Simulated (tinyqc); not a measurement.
Recursion (Haydock) method for the local density of states: surface site of a cubic lattice: one step. The continued fraction at one energy.

One orbital a site at energy 0, hopping -t to the 6 nearest neighbours of a cubic lattice; the start u0 is a site in the outermost layer of a half crystal, with energy V. Recursion: a_n = <u_n|H|u_n>, b_(n+1) u_(n+1) = (H - a_n) u_n - b_n u_(n-1), b > 0. G(z) = 1/(z - a0 - b1^2/(z - a1 - b2^2/(...))), z = E + i eta. After n levels the tail is b_n^2 T with the square-root terminator T = (z - sqrt(z - 2b) sqrt(z + 2b))/(2 b^2), b = 3t so that the band edges lie at -/+ 6t.

Parameters, chosen for this exercise: t = 1.23 eV (hopping); E = -5.85 eV (energy); eta = 0.061 eV (broadening).

Coefficients:
```
n  a_n (eV)  b_(n+1) (eV)  b_(n+1)^2/t^2
0  0.000000     2.7503636       5.000000
1  0.000000     3.3459617       7.400000
2  0.000000     3.4801405       8.005405
3  0.000000     3.5475277       8.318430
4  0.000000     3.6027167       8.579264
5  0.000000     3.6138722       8.632476
```

Question. Start from the terminator and work up: G_i = 1/(z - a_i - S_i), S_i = b_(i+1)^2 G_(i+1), with T in place of G_n. The density is -Im G_0/pi.

Give: Levels of the fraction; local density of states.

Answer.

Levels of the fraction:
```
i         S_i (eV)       G_i (1/eV)
5  -2.7675-2.1290i  -0.2156-0.1532i
4  -2.7983-1.9881i  -0.2259-0.1517i
3  -2.8424-1.9086i  -0.2327-0.1524i
2  -2.8183-1.8456i  -0.2364-0.1486i
1  -2.6462-1.6642i  -0.2420-0.1303i
0  -1.8304-0.9856i  -0.2330-0.0607i
```

local density of states = 0.0193 1/eV

A direct sum over the zone gives 0.0190 1/eV at the same z; 6 levels miss it by +1.6 %.

Run: tinyqc, `OMP_NUM_THREADS=1 python tinyqc.py 1451810 1451811 out.jsonl`; Intel(R) Xeon(R) Processor @ 2.30GHz, one thread, shared host; about 0.2 s of CPU time with all checks.
